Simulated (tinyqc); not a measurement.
FCI on RHF in the 3-21g basis, for H2, spin multiplicity 1, step by step. One step of it, computed by the program tinyqc.

Question. FCI: roots. Diagonalise (each vector has its largest component positive (the first on a tie)); all determinants have Ms = 0, so triplets appear too. The lowest singlet root is the correlation energy.

Occupation strings over the orbitals (2 doubly, a alpha, b beta, 0 empty; spin orbitals ordered 1a 1b 2a 2b ...): 2000 ab00 a0b0 a00b ba00 b0a0 b00a 0200 0ab0 0a0b 0ba0 0020 00ab 0b0a 00ba 0002

H - E(HF) between determinants (hartree), order 2000, ab00, a0b0, a00b, ba00, b0a0, b00a, 0200, 0ab0, 0a0b, 0ba0, 0020, 00ab, 0b0a, 00ba, 0002:
```
[[0.000000, 0.000000, 0.000000, 0.000000, 0.000000, 0.000000, 0.000000, 0.119218, 0.000000, -0.078524, 0.000000, 0.091826, 0.000000, 0.078524, 0.000000, 0.101748],
 [0.000000, 0.344853, 0.000000, 0.054023, -0.119218, 0.000000, 0.078524, 0.000000, 0.021492, 0.000000, 0.050850, 0.000000, -0.082172, 0.000000, 0.056474, 0.000000],
 [0.000000, 0.000000, 1.178212, 0.000000, 0.000000, -0.091826, 0.000000, 0.021492, 0.000000, -0.134975, 0.000000, -0.000454, 0.000000, 0.056474, 0.000000, 0.125858],
 [0.000000, 0.054023, 0.000000, 1.314558, 0.078524, 0.000000, -0.101748, 0.000000, -0.134975, 0.000000, 0.082172, 0.000000, 0.040235, 0.000000, -0.125858, 0.000000],
 [0.000000, -0.119218, 0.000000, 0.078524, 0.344853, 0.000000, 0.054023, 0.000000, 0.050850, 0.000000, 0.021492, 0.000000, 0.056474, 0.000000, -0.082172, 0.000000],
 [0.000000, 0.000000, -0.091826, 0.000000, 0.000000, 1.178212, 0.000000, -0.021492, 0.000000, 0.056474, 0.000000, 0.000454, 0.000000, -0.134975, 0.000000, -0.125858],
 [0.000000, 0.078524, 0.000000, -0.101748, 0.054023, 0.000000, 1.314558, 0.000000, 0.082172, 0.000000, -0.134975, 0.000000, -0.125858, 0.000000, 0.040235, 0.000000],
 [0.119218, 0.000000, 0.021492, 0.000000, 0.000000, -0.021492, 0.000000, 0.760626, 0.000000, 0.109484, 0.000000, 0.042216, 0.000000, -0.109484, 0.000000, 0.085107],
 [0.000000, 0.021492, 0.000000, -0.134975, 0.050850, 0.000000, 0.082172, 0.000000, 1.537965, 0.000000, -0.042216, 0.000000, -0.053336, 0.000000, -0.057973, 0.000000],
 [-0.078524, 0.000000, -0.134975, 0.000000, 0.000000, 0.056474, 0.000000, 0.109484, 0.000000, 1.666787, 0.000000, -0.053336, 0.000000, -0.085107, 0.000000, 0.025198],
 [0.000000, 0.050850, 0.000000, 0.082172, 0.021492, 0.000000, -0.134975, 0.000000, -0.042216, 0.000000, 1.537965, 0.000000, -0.057973, 0.000000, -0.053336, 0.000000],
 [0.091826, 0.000000, -0.000454, 0.000000, 0.000000, 0.000454, 0.000000, 0.042216, 0.000000, -0.053336, 0.000000, 2.386808, 0.000000, 0.053336, 0.000000, 0.195849],
 [0.000000, -0.082172, 0.000000, 0.040235, 0.056474, 0.000000, -0.125858, 0.000000, -0.053336, 0.000000, -0.057973, 0.000000, 2.525199, 0.000000, -0.195849, 0.000000],
 [0.078524, 0.000000, 0.056474, 0.000000, 0.000000, -0.134975, 0.000000, -0.109484, 0.000000, -0.085107, 0.000000, 0.053336, 0.000000, 1.666787, 0.000000, -0.025198],
 [0.000000, 0.056474, 0.000000, -0.125858, -0.082172, 0.000000, 0.040235, 0.000000, -0.057973, 0.000000, -0.053336, 0.000000, -0.195849, 0.000000, 2.525199, 0.000000],
 [0.101748, 0.000000, 0.125858, 0.000000, 0.000000, -0.125858, 0.000000, 0.085107, 0.000000, 0.025198, 0.000000, 0.195849, 0.000000, -0.025198, 0.000000, 2.690087]]
```

Give: lowest roots of this matrix, relative to E(HF); lowest vectors; <S^2> of these roots; weight of the ground state by excitation level 0, 1, 2, ....

Answer.

lowest roots of this matrix, relative to E(HF) (hartree): [-0.0339, 0.2033, 0.4544, 0.7491, 1.0742, 1.1909, 1.2136, 1.2535]

lowest vectors, order 2000, ab00, a0b0, a00b, ba00, b0a0, b00a, 0200, 0ab0, 0a0b, 0ba0, 0020, 00ab, 0b0a, 00ba, 0002:
```
[[0.9833, 0.0000, 0.0000, 0.1671],
 [0.0000, 0.6995, 0.7054, 0.0000],
 [0.0136, 0.0000, 0.0000, -0.0708],
 [0.0000, -0.0939, 0.0155, 0.0000],
 [0.0000, 0.6995, -0.7054, 0.0000],
 [-0.0136, 0.0000, 0.0000, 0.0708],
 [0.0000, -0.0939, -0.0155, 0.0000],
 [-0.1582, 0.0000, 0.0000, 0.9677],
 [0.0000, -0.0428, 0.0212, 0.0000],
 [0.0540, 0.0000, 0.0000, -0.1072],
 [0.0000, -0.0428, -0.0212, 0.0000],
 [-0.0296, 0.0000, 0.0000, -0.0371],
 [0.0000, 0.0024, 0.0420, 0.0000],
 [-0.0540, 0.0000, 0.0000, 0.1072],
 [0.0000, 0.0024, -0.0420, 0.0000],
 [-0.0319, 0.0000, 0.0000, -0.0355]]
```

<S^2> of these roots: [0.0000, 2.0000, 0.0000, 0.0000, 2.0000, 0.0000, 2.0000, 0.0000]

weight of the ground state by excitation level 0, 1, 2, ...: [0.9669, 0.0004, 0.0327]
